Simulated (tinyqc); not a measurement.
From results back to parameters: donor-acceptor pair recombination. Four cases, with inputs chosen for the exercise.

Problem. The lines of two shells were computed from hidden eps and ED + EA.

h nu = Eg - ED - EA + q/(eps R), q = e^2/(4 pi eps0); shell j lies at R = a_lat sqrt(j/2) for the same sublattice and a_lat sqrt(j/2 - 5/16) for opposite ones (on the same sublattice shells 14, 30, 46, 56, 62, ... are empty, where 2j has the form 4^a (8b + 7)); rate W = W0 exp(-2R/aD) with the donor radius aD = q/(2 eps ED). Polarisation and overlap terms, which matter for close pairs, are left out.

Constants: e^2/(4 pi eps0) = 14.39964547 eV angstrom.

Case 1.

Values chosen (near those of impurities in GaAs; the results hold for these values, not for the real material): a_lat = 5.653 angstrom (lattice constant); Eg = 1.508 eV (gap); kind = opposite (sublattices of donor and acceptor); j12 = (4946, 15701) (two shells).

h nu (eV): 1.479671  1.477929

Case 2.

Values chosen (near those of impurities in 3C SiC; the results hold for these values, not for the real material): a_lat = 4.36 angstrom (lattice constant); Eg = 2.396 eV (gap); kind = opposite (sublattices of donor and acceptor); j12 = (274, 728) (two shells).

h nu (eV): 2.122225  2.111072

Case 3.

Values chosen (near those of impurities in cubic GaN; the results hold for these values, not for the real material): a_lat = 4.5 angstrom (lattice constant); Eg = 3.282 eV (gap); kind = opposite (sublattices of donor and acceptor); j12 = (1499, 3845) (two shells).

h nu (eV): 3.126406  3.121783

Case 4.

Values chosen (near those of impurities in GaAs; the results hold for these values, not for the real material): a_lat = 5.653 angstrom (lattice constant); Eg = 1.524 eV (gap); kind = same (sublattices of donor and acceptor); j12 = (3067, 3636) (two shells).

h nu (eV): 1.496291  1.495892

Find: R; eps; ED + EA.

Solution. h nu against 1/R is a line of slope q/eps and intercept Eg - ED - EA.

Case 1.

R (angstrom): 281.10  500.86

eps = 12.9
ED + EA = 32 meV

Case 2.

R (angstrom): 50.97  83.15

eps = 9.8
ED + EA = 303 meV

Case 3.

R (angstrom): 123.17  197.29

eps = 9.5
ED + EA = 168 meV

Case 4.

R (angstrom): 221.37  241.03

eps = 13.3
ED + EA = 33 meV

Computed by tinyqc, one run a case: `OMP_NUM_THREADS=1 python tinyqc.py N N+1 out.jsonl` with N = 1281056, 1281086, 1281140, 1281182; one thread of a shared Intel(R) Xeon(R) Processor @ 2.30GHz, about 0.05 s a run at most.
